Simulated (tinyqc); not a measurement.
MOS inversion layer, Poisson-Schroedinger loop: one step of the calculation.

Electrons confined at an insulator interface at z = 0, treated as a hard wall; parabolic valleys, Hartree approximation, no image or exchange terms. The depletion charge lies far deeper than the electrons and gives a uniform field q Nd/(eps0 eps_r); the gate balances all charge. Energies are counted from the band edge at the interface.

Question. Density, output potential and mixing. n_i = sum_k N_k |psi_k|^2 (converted to cm^-3). Hartree part by Gauss: on the interval before node i the electrons still beyond are S_i = Ns - hz sum_(j<i) n_j, and U_i = U_(i-1) + q S_i hz/(eps0 eps_r) in eV, U_0 = 0 at the interface. Mixing: U(new) = U + a (U(out) - U).

Inputs (values chosen for the exercise); masses and permittivity close to those of silicon (100):
- eps_r = 11.6 (relative permittivity)
- Ns = 3.2e11 cm^-2 (sheet density of electrons)
- a = 0.7 (mixing factor)

Constants: q = 1.602176634e-19 C, eps0 = 8.8541878128e-14 F/cm where lengths are in cm. Results are converted to the units shown.

```
node  z (nm)  U after round 1 (eV)  |psi|^2 of A1 (1/nm)  |psi|^2 of A2 (1/nm)  |psi|^2 of B1 (1/nm)  |psi|^2 of B2 (1/nm)
1        1.5           0.005241347            0.31589816            0.18432602            0.07679904            0.06431703
2          3           0.009022207            0.26307533            0.01184600            0.17854232            0.08137638
3        4.5           0.011400073            0.07477642            0.23012194            0.18479620            0.01201767
4          6           0.012711667            0.01163738            0.17707790            0.12522724            0.01718919
5        7.5           0.013329226            0.00118738            0.05322187            0.06355872            0.09601684
6          9           0.013630192            0.00008694            0.00899453            0.02578288            0.14233997
7       10.5           0.013784846            0.00000483            0.00099508            0.00868360            0.12289966
8         12           0.013858829            0.00000021            0.00007845            0.00249039            0.07526422
9       13.5           0.013889571            0.00000001            0.00000466            0.00061931            0.03564965
10        15           0.013900500            0.00000000            0.00000022            0.00013537            0.01370073
11      16.5           0.013903823            0.00000000            0.00000001            0.00002627            0.00439670
12        18           0.013904678            0.00000000            0.00000000            0.00000455            0.00119280
13      19.5           0.013904855            0.00000000            0.00000000            0.00000069            0.00026656
14        21           0.013904878            0.00000000            0.00000000            0.00000008            0.00003926
```

N_k (cm^-2): A1 1.6537071e11, A2 7.2069292e10, B1 6.6121896e10, B2 1.6438101e10

Give: n; U(out); U after round 2.

Answer.

```
node  n (1e17 cm^-3)  U(out) (eV)  U after round 2 (eV)
1              7.166      0.00749               0.00681
2              5.750      0.01246               0.01143
3              4.137      0.01541               0.01421
4              2.325      0.01692               0.01566
5              0.981      0.01760               0.01632
6              0.471      0.01795               0.01665
7              0.267      0.01812               0.01682
8              0.141      0.01820               0.01690
9              0.063      0.01824               0.01693
10             0.023      0.01825               0.01695
11             0.007      0.01825               0.01695
12             0.002      0.01825               0.01695
13             0.000      0.01825               0.01695
14             0.000      0.01825               0.01695
```

Computed by the program tinyqc: `OMP_NUM_THREADS=1 python tinyqc.py 2160160 2160161 out.jsonl`, one thread of a shared Intel Xeon 2.30GHz, about 0.9 s for the whole run.
